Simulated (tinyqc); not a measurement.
Ways to converge the cycle: SCF convergence aids in the cc-pvdz basis, for H2+, spin multiplicity 2. Computed by the program tinyqc with PySCF. 

Geometry (angstrom):
```
atom       x       y       z
H     0.0000  0.0000  0.0000
H     0.0000  0.0000  1.4580
```

lowest solution found by these runs and by PySCF with stability checks = -0.581032 hartree

UHF with one setting changed at a time; a run stops when the energy changes by less than 1e-09 hartree and the error matrix is below 1e-5. The start is random orbitals. Damping d keeps d of the old density; a shift (hartree) raises the virtual levels; DIIS n extrapolates F over n matrices.

Largest element of the error matrix X^T (FDS - SDF) X:
```
iteration    plain  damping 0.3  damping 0.6  shift 0.4   DIIS 3   DIIS 8
1          2.7e-01      2.7e-01      2.7e-01    2.7e-01  2.7e-01  2.7e-01
2          7.3e-02      1.3e-01      1.9e-01    1.4e-01  7.3e-02  7.3e-02
3          1.7e-02      5.8e-02      1.3e-01    5.4e-02  6.0e-03  6.0e-03
4          4.1e-03      2.7e-02      8.8e-02    2.0e-02  1.3e-03  1.3e-03
5          1.3e-03      1.2e-02      5.9e-02    7.5e-03  5.1e-04  5.1e-04
6          5.2e-04      5.7e-03      4.1e-02    3.6e-03  2.3e-04  7.4e-05
8          1.4e-04      1.2e-03      2.0e-02    1.4e-03  1.2e-06  1.9e-07
10         5.0e-05      3.8e-04      9.4e-03    7.4e-04        -        -
14         5.6e-06      6.1e-05      2.1e-03    2.5e-04        -        -
20               -      8.1e-06      2.8e-04    4.5e-05        -        -
30               -            -      2.5e-05          -        -        -
```

How each run ends:
```
run          iterations  E (hartree)         state
plain                14     -0.58103  lowest found
damping 0.3          21     -0.58103  lowest found
damping 0.6          42     -0.58103  lowest found
shift 0.4            26     -0.58103  lowest found
DIIS 3                9     -0.58103  lowest found
DIIS 8                8     -0.58103  lowest found
```

6 of 6 runs reach the lowest solution found, in 8 to 42 iterations (fastest: DIIS 8). Plain steps already contract here, so damping only slows them. DIIS 3 and DIIS 8 gain by cancelling the error over several earlier matrices, much as a quasi-Newton step does.
